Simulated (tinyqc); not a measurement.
Quantum limit of the contact resistance of a two-dimensional channel: one step of the calculation.

Parabolic band with gv valleys, C = hbar^2/(2 m0), eta = (EF - Ec)/(kB T). Landauer picture: each mode conducts 2 q^2/h, and the contacts and the channel add incoherently in series, 1/Tt - 1 = 2 (1/tc - 1) + L/lam for the total transmission Tt.

Problem. Fermi level and modes. n = N ln(1 + exp(eta)), N = gv m kB T/(2 pi C); modes per width M = gv sqrt(m kB T/C) Fm(eta)/(2 sqrt(pi)), Fm(x) = (1/sqrt(pi)) int_0^infinity u^(-1/2)/(1 + exp(u - x)) du; at zero temperature M0 = gv kF/pi, kF = sqrt(2 pi n/gv). kB T in eV.

Parameters, values chosen for the exercise: temperature T = 300 K; mass m = 0.44 m0; valleys gv = 3; carrier density n = 6.5e12 cm^-2.

Constants: q = 1.602176634e-19 C, kB = 1.380649e-23 J/K, hbar = 1.054571817e-34 J s, m0 = 9.1093837015e-31 kg, Vt = kB T/q, hbar^2/(2 m0) = 0.0380998212 eV nm^2. Results are converted to the units shown.

Wanted: N; eta; M; M0.

Solution.

N = 1.4255e13 cm^-2
eta = -0.54866
M = 192.47 1/um
M0 = 352.34 1/um

The zero-temperature count is 83 % above the thermal one.

Program tinyqc, `OMP_NUM_THREADS=1 python tinyqc.py 2760104 2760105 out.jsonl`; Intel Xeon 2.30GHz, shared host, one thread, about 0.01 s.
